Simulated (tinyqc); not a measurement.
Delta-doped layer in the Thomas-Fermi potential: one step. Filling the subbands. Two cases, with inputs chosen for the exercise.

Task: At zero temperature n_i = g m_d (mu - E_i)/(2 pi c) for E_i < mu, c = hbar^2/2m0; find mu from sum n_i = N (1e13/cm^2 = 1e-3/angstrom^2).

Constants: hbar^2/2m0 = 3.80998211 eV angstrom^2.

Case 1.

Values chosen (out of a larger set: near those of a delta-doped layer in Si; not measured data): N = 19 x 1e13/cm^2 (donor sheet density).

Subbands:
```
label  valleys g  m_d (m0)     E (eV)  rms z (angstrom)
0              2  0.194000  -0.319084             3.839
0'             4  0.422469  -0.194965             8.661
1              2  0.194000  -0.064572            11.982
2              2  0.194000  -0.013303            26.423
```

Case 2.

Values chosen (out of a larger set: near those of a delta-doped layer in Si; not measured data): N = 2.2 x 1e13/cm^2 (donor sheet density).

Subbands:
```
label  valleys g  m_d (m0)     E (eV)  rms z (angstrom)
0              2  0.191000  -0.045287             8.984
0'             4  0.420781  -0.023440            23.017
1              2  0.191000  -0.002525            44.249
```

Give: mu; n_i in the order of the list.

Result:

Case 1.

mu = -0.0100 eV

n_i in the order of the list (1e13/cm^2): 5.009  13.054  0.884  0.053

4 subbands filled in part, the lowest with 26 % of the electrons. The potential was built for a Fermi level at 0; filling its quantised levels puts mu 1.5 % of the depth below that, which shows how nearly the two pictures agree. The fullest is 0', with 69 %.

Case 2.

mu = -0.0021 eV

n_i in the order of the list (1e13/cm^2): 0.690  1.503  0.007

3 subbands filled in part, the lowest with 31 % of the electrons. The potential was built for a Fermi level at 0; filling its quantised levels puts mu 1.8 % of the depth below that, which shows how nearly the two pictures agree. The fullest is 0', with 68 %.

Computed by tinyqc, one run a case: `OMP_NUM_THREADS=1 python tinyqc.py N N+1 out.jsonl` with N = 1252666, 1252778; one thread of a shared Intel(R) Xeon(R) Processor @ 2.30GHz, about 0.2 s a run at most.
